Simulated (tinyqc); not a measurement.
Cell size and critical density at another thickness.

Inverse problem. In the cell model of oxide breakdown (cubic cells of edge a, defect density growing as t^al) the Weibull slope is beta = al tox/a, and for small l the critical density is N_bd = a^(-3) (A/a^2)^(-a/tox). Find a from the slope, and then the area A and the slope at 7.2 nm.

Parameters, values chosen for the exercise:
```
symbol  value  unit                    meaning
al       0.77        exponent of defect growth
```

Weibull slope at a thickness of 4.5 nm = 3.85
N_bd there, small-l form = 6.3205745e19 cm^-3

Solution. a = al tox/beta, and A = a^2 (a^3 N_bd)^(-tox/a).

a = 0.900 nm
A = 3.90 um^2
slope = 6.16

tinyqc, about 0.01 s, one thread, Intel Xeon 2.30GHz (shared host): `OMP_NUM_THREADS=1 python tinyqc.py 2070146 2070147 out.jsonl`
